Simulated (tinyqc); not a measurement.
Inside a calculation: shallow donor in an anisotropic valley (effective-mass theory). Values are carried at full precision from step to step, so a last printed digit may differ when a step is redone from the rounded ones.

Constants: Ry = 13.60569312 eV; a0 (Bohr radius) = 0.5291772105 angstrom; hbar^2/2m0 = 3.80998211 eV angstrom^2; e^2/(4 pi eps0) = 14.39964547 eV angstrom.

Inputs chosen for the exercise (near those of Ge; not measured data): ml = 1.598 m0 (longitudinal mass); mt = 0.082 m0 (transverse mass); eps = 15.9 (dielectric constant); a = 59 angstrom (trial radius across the axis); b = 24.1 angstrom (trial radius along the axis).

## Hydrogen-like estimates

Ry* = Ry m/eps^2 and a* = a0 eps/m for four choices of one mass: mt, the conductivity mass 3/(1/ml + 2/mt), the density-of-states mass (ml mt^2)^(1/3), and ml.

Estimates:

| mass | m (m0) | Ry* (meV) | a* (angstrom) |
|---|---|---|---|
| mt | 0.0820 | 4.41 | 102.61 |
| conductivity | 0.1199 | 6.45 | 70.16 |
| density of states | 0.2207 | 11.88 | 38.13 |
| ml | 1.5980 | 86.00 | 5.27 |

## Energy of one trial function

One valley: H = -c [(d2/dx2 + d2/dy2)/mt + (d2/dz2)/ml] - q/(eps r), c = hbar^2/2m0, q = e^2/(4 pi eps0). Trial function exp(-sqrt((x^2 + y^2)/a^2 + z^2/b^2)) with a > b: T = (c/3)(2/(mt a^2) + 1/(ml b^2)), V = -(q/eps) atan(u/b)/u, u = sqrt(a^2 - b^2). The central cell of the impurity is left out.

Evaluate T, V and E. Scaling both radii by f changes T to T/f^2 and V to V/f, so the best factor is f = -2T/V, with energy -V^2/(4T).

T = 10.267 meV
V = -19.339 meV
E = -9.073 meV
best scale factor = 1.0617
energy after scaling = -9.107 meV

The virial ratio -V/T is 1.884; it is 2 at the best scale. Scaling gains 0.035 meV.

## Scan over the shape

For each ratio b/a = 0.2, 0.3, ..., 0.9 the best scale follows from a = -2 T1/V1, with T1 and V1 taken at a = 1 angstrom.

Scan:

| b/a | a (angstrom) | b (angstrom) | E (meV) |
|---|---|---|---|
| 0.2 | 80.34 | 16.07 | -7.878 |
| 0.3 | 66.23 | 19.87 | -9.074 |
| 0.4 | 62.75 | 25.10 | -9.127 |
| 0.5 | 62.38 | 31.19 | -8.778 |
| 0.6 | 63.22 | 37.93 | -8.302 |
| 0.7 | 64.63 | 45.24 | -7.803 |
| 0.8 | 66.34 | 53.07 | -7.321 |
| 0.9 | 68.20 | 61.38 | -6.870 |

The best listed ratio is 0.4; (mt/ml)^(1/2) = 0.23 and (mt/ml)^(1/3) = 0.37 are common guesses.

## The minimum

Minimise over a and b. The Mott estimate n_c = (0.25/a_m)^3 uses a_m = (a^2 b)^(1/3); 1/angstrom^3 = 1e24/cm^3.

a = 63.75 angstrom
b = 22.57 angstrom
E = -9.181 meV
a_m = 45.10 angstrom
n_c = 0.170 x 1e18/cm^3

b/a = 0.354. The binding energy is 2.080 times Ry*(mt). The central cell of a real donor shrinks the orbit and raises n_c.

## Checks

- Energy from 21 anisotropic Gaussians against the two-parameter function, meV: -9.23 against -9.18.

Program tinyqc; command `OMP_NUM_THREADS=1 python tinyqc.py 1252773 1252774 out.jsonl`; about 0.01 s on one thread of a shared Intel(R) Xeon(R) Processor @ 2.30GHz.
